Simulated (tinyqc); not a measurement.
## Free and trapped electrons in a MOS channel with a dense trap tail: effect of the density of the tail at the conduction edge

p-type body, charge-sheet picture, full ionisation (an idealisation for deep acceptors), Boltzmann statistics for free electrons. e = Ec - EF at the surface. Acceptor-like traps of density D(E) = D0 + De exp(-E/Ew) at depth E below Ec, from 0 to Eu, hold n_t = integral of D(E)/(1 + exp((e - E)/Vt)). psi = Eg - Vt ln(Nv/Na) - e; N_dep = sqrt(2 eps0 eps_r Na (psi - Vt)/q); n_f = sqrt(N_dep^2 + 2 eps0 eps_r Vt Nc exp(-e/Vt)/q) - N_dep; Vg = Vfb + psi + q (N_dep + n_t + n_f)/Cox, Cox = eps0 eox/tox.

VT is the Vg for n_f = 1e11 cm^-2; swing ln 10 n_f/(dn_f/dVg) at n_f = 1e8 cm^-2; the last three columns are for Vg = VT + 4.9 V, with free share n_f/(n_f + n_t) and field-effect mobility mf q (dn_f/dVg)/Cox; there EF is near the band edge, where Boltzmann statistics are rough.

Inputs (values chosen for the exercise); band and dielectric values close to those of 4H silicon carbide:
```
symbol    value         unit                                             meaning
T           300            K                                         temperature
Eg         3.23           eV                                            band gap
eps_r      9.59                                            relative permittivity
Nc      1.71e19        cm^-3              conduction-band density of states at T
Nv      2.53e19        cm^-3                 valence-band density of states at T
eox         3.9                           relative permittivity of the insulator
tox          61           nm                                 insulator thickness
Na         2e17        cm^-3                                    acceptor density
Vfb       -2.75            V            flat-band voltage without trapped charge
D0       1.9e11  cm^-2 eV^-1  constant background density of acceptor-like traps
Ew         0.06           eV                            decay energy of the tail
Eu         0.83           eV        depth below Ec down to which the traps reach
mf          200   cm^2/(V s)                          mobility of free electrons
```

Constants: q = 1.602176634e-19 C, kB = 1.380649e-23 J/K, Vt = kB T/q, eps0 = 8.8541878128e-14 F/cm where lengths are in cm. Results are converted to the units shown.

Results:
```
De (cm^-2 eV^-1),e at VT (eV),VT (V),q n_t/Cox at VT (V),swing (mV/decade),n_f (cm^-2),free share (%),field-effect mobility (cm^2/(V s))
1e12,0.05702,8.236,0.4916,170.2,1.732e12,89.18,196.3
2e12,0.05702,8.313,0.5690,174.7,1.706e12,86.59,195.6
1e13,0.05702,8.932,1.188,210.6,1.503e12,68.59,188.4
2e13,0.05702,9.706,1.962,255.6,1.272e12,51.50,176.2
4e13,0.05702,11.25,3.509,345.4,8.963e11,29.64,141.7
9e13,0.05702,15.12,7.377,570.1,4.355e11,9.881,62.79
2e14,0.05702,23.63,15.89,1064,2.206e11,2.970,18.81
```

Estimate the missing row, De = 5e12 cm^-2 eV^-1.

Computed row:
```
De (cm^-2 eV^-1),e at VT (eV),VT (V),q n_t/Cox at VT (V),swing (mV/decade),n_f (cm^-2),free share (%),field-effect mobility (cm^2/(V s))
5e12,0.05702,8.546,0.8011,188.2,1.629e12,79.31,193.1
```

With this row back in the table: As De goes from 1e12 to 2e14, VT rises from 8.24 to 23.6 V, its part due to traps rises from 0.492 to 15.9 V, the swing rises from 170 to 1060 mV/decade and the field-effect mobility falls from 196 to 18.8 cm^2/(V s).

tinyqc, about 0.02 s, one thread, Intel Xeon 2.30GHz (shared host): `OMP_NUM_THREADS=1 python tinyqc.py 2222062 2222063 out.jsonl`
